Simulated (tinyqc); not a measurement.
ROHF in the 6-311g basis, for H2+, spin multiplicity 2, step by step (part 2 of 2). Computed by tinyqc, a small Python program that keeps every step (integrals from PySCF). Command: `OMP_NUM_THREADS=1 python tinyqc.py 22747 22748 out.jsonl` (the two numbers bound the seeds that draw the settings). One thread of a shared host (Intel(R) Xeon(R) Processor @ 2.60GHz), about 0.02 s of CPU time with the checks.

Geometry (angstrom):
```
atom         x         y         z
H     0.000000  0.000000  0.000000
H     0.000000  0.000000  0.918000
```

## Iteration 2 (converged): orbitals

effective F (hartree):
```
           1H 1s      1H 2s      1H 3s      2H 1s      2H 2s      2H 3s
1H 1s   0.127612  -0.651348  -0.511849  -0.442870  -0.515570  -0.430019
1H 2s  -0.651348  -0.597649  -0.517436  -0.515570  -0.566118  -0.476384
1H 3s  -0.511849  -0.517436  -0.434905  -0.430019  -0.476384  -0.415014
2H 1s  -0.442870  -0.515570  -0.430019   0.127612  -0.651348  -0.511849
2H 2s  -0.515570  -0.566118  -0.476384  -0.651348  -0.597649  -0.517436
2H 3s  -0.430019  -0.476384  -0.415014  -0.511849  -0.517436  -0.434905
```

X:
```
           1H 1s      1H 2s      1H 3s      2H 1s      2H 2s      2H 3s
1H 1s   1.376231  -0.755018   0.214800   0.039086  -0.009058  -0.039549
1H 2s  -0.755018   2.252147  -1.080814  -0.009058  -0.452457   0.302688
1H 3s   0.214800  -1.080814   2.462990  -0.039549   0.302688  -1.279748
2H 1s   0.039086  -0.009058  -0.039549   1.376231  -0.755018   0.214800
2H 2s  -0.009058  -0.452457   0.302688  -0.755018   2.252147  -1.080814
2H 3s  -0.039549   0.302688  -1.279748   0.214800  -1.080814   2.462990
```

Diagonalise F' = X^T F X, C = X C', fill 1 alpha and 0 beta electrons from the bottom; D(s) = C_occ C_occ^T. Each column has its largest component positive (the first on a tie).

F' = X^T F X (hartree):
```
           1          2          3          4          5          6
1   1.108838  -1.153034   0.028269  -0.123110  -0.184327  -0.105461
2  -1.153034   0.569850  -0.351552  -0.184327  -0.165069   0.006112
3   0.028269  -0.351552  -0.041878  -0.105461   0.006112  -0.104700
4  -0.123110  -0.184327  -0.105461   1.108838  -1.153034   0.028269
5  -0.184327  -0.165069   0.006112  -1.153034   0.569850  -0.351552
6  -0.105461   0.006112  -0.104700   0.028269  -0.351552  -0.041878
```

orbital energies (hartree): MO1 -0.823901, MO2 -0.202276, MO3 -0.007204, MO4 0.194461, MO5 2.037503, MO6 2.075035

coefficients C:
```
            MO1        MO2        MO3        MO4        MO5        MO6
1H 1s  0.214475   0.132928  -0.053623  -0.121653  -1.082628  -1.122474
1H 2s  0.381117   0.365870  -0.692134  -1.306831   1.746723   1.260868
1H 3s  0.031674   1.229900   0.873912   2.257803  -1.176054  -0.503389
2H 1s  0.214475  -0.132928  -0.053623   0.121653   1.082628  -1.122474
2H 2s  0.381117  -0.365870  -0.692134   1.306831  -1.746723   1.260868
2H 3s  0.031674  -1.229900   0.873912  -2.257803   1.176054  -0.503389
```

D(alpha) after iteration 2:
```
          1H 1s     1H 2s     1H 3s     2H 1s     2H 2s     2H 3s
1H 1s  0.046000  0.081740  0.006793  0.046000  0.081740  0.006793
1H 2s  0.081740  0.145250  0.012071  0.081740  0.145250  0.012071
1H 3s  0.006793  0.012071  0.001003  0.006793  0.012071  0.001003
2H 1s  0.046000  0.081740  0.006793  0.046000  0.081740  0.006793
2H 2s  0.081740  0.145250  0.012071  0.081740  0.145250  0.012071
2H 3s  0.006793  0.012071  0.001003  0.006793  0.012071  0.001003
```

D(beta) after iteration 2:
```
          1H 1s     1H 2s     1H 3s     2H 1s     2H 2s     2H 3s
1H 1s  0.000000  0.000000  0.000000  0.000000  0.000000  0.000000
1H 2s  0.000000  0.000000  0.000000  0.000000  0.000000  0.000000
1H 3s  0.000000  0.000000  0.000000  0.000000  0.000000  0.000000
2H 1s  0.000000  0.000000  0.000000  0.000000  0.000000  0.000000
2H 2s  0.000000  0.000000  0.000000  0.000000  0.000000  0.000000
2H 3s  0.000000  0.000000  0.000000  0.000000  0.000000  0.000000
```

## Convergence

Stop when the energy changes by less than 1e-09 hartree and every element of the error matrix X^T (F D S - S D F) X is below 9e-06.

Course of the cycle:
```
iteration  E (hartree)    change  largest element of the error matrix
1          -0.58600120         -                             9.70e-16
2          -0.58600120  2.22e-16                             6.64e-16
```

PySCF ROHF in the same basis = -0.58600120 hartree

Converged in 2 iterations.

## Populations, bond orders and dipole

overlap S:
```
          1H 1s     1H 2s     1H 3s     2H 1s     2H 2s     2H 3s
1H 1s  1.000000  0.706377  0.373664  0.140303  0.324190  0.280865
1H 2s  0.706377  1.000000  0.788963  0.324190  0.612446  0.623687
1H 3s  0.373664  0.788963  1.000000  0.280865  0.623687  0.856762
2H 1s  0.140303  0.324190  0.280865  1.000000  0.706377  0.373664
2H 2s  0.324190  0.612446  0.623687  0.706377  1.000000  0.788963
2H 3s  0.280865  0.623687  0.856762  0.373664  0.788963  1.000000
```

Mulliken: Z minus the diagonal of D S on the atom; Loewdin: the same with S^(1/2) D S^(1/2); Mayer order: 2 sum_s sum (D(s) S)_ij (D(s) S)_ji over the two atoms.

Charges (e):
```
atom  Mulliken   Loewdin  Mulliken spin
1H    0.500000  0.500000       0.500000
2H    0.500000  0.500000       0.500000
```

Mayer bond orders:
```
pair     order
2-1   0.500000
```

dipole moment about the origin, x y z (debye): 0.000000  0.000000  2.204671
